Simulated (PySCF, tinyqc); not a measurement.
Worked calculation: CIS on RHF in the sto-3g basis, frozen core, for BeH+, spin multiplicity 1. The lowest restricted solution is unstable here: a spin-polarised one lies 0.0066 hartree lower (PySCF). One step of it, computed by the program tinyqc.

Task: CIS matrix, triplets. A(ia,jb) = (e_a - e_i) d_ij d_ab - (ij|ab).

orbital energies (hartree): MO1 -4.990996, MO2 -0.647923, MO3 -0.252265, MO4 -0.123627, MO5 -0.123627, MO6 0.102951

Two-electron integrals over orbitals (pq|rs), unique and non-zero (hartree); the lowest 1 orbital is frozen and left out:
```
(22|22) 0.455418    (32|22) -0.065434   (32|32) 0.063653    (33|22) 0.327253
(33|32) 0.032142    (33|33) 0.425474    (42|42) 0.045787    (43|42) 0.034734
(43|43) 0.048238    (44|22) 0.348269    (44|32) 0.040932    (44|33) 0.381688
(44|44) 0.449859    (52|52) 0.045787    (53|52) 0.034734    (53|53) 0.048238
(54|54) 0.024249    (55|22) 0.348269    (55|32) 0.040932    (55|33) 0.381688
(55|44) 0.401360    (55|55) 0.449859    (62|22) 0.019744    (62|32) -0.055990
(62|33) -0.008394   (62|44) -0.069179   (62|55) -0.069179   (62|62) 0.117393
(63|22) -0.056865   (63|32) 0.059799    (63|33) 0.050404    (63|44) 0.037134
(63|55) 0.037134    (63|62) -0.061043   (63|63) 0.076588    (64|42) -0.025323
(64|43) -0.007618   (64|64) 0.022220    (65|52) -0.025323   (65|53) -0.007618
(65|65) 0.022220    (66|22) 0.461894    (66|32) -0.069610   (66|33) 0.355219
(66|44) 0.351391    (66|55) 0.351391    (66|62) 0.046034    (66|63) -0.060229
(66|66) 0.498793
```

Give: CIS matrix A, triplet.

Result:

CIS matrix A, triplet (hartree), order 2>3, 2>4, 2>5, 2>6:
$$\begin{pmatrix}
0.0684 & 0.0000 & 0.0000 & 0.0569 \\
0.0000 & 0.1760 & 0.0000 & 0.0000 \\
0.0000 & 0.0000 & 0.1760 & 0.0000 \\
0.0569 & 0.0000 & 0.0000 & 0.2890
\end{pmatrix}$$
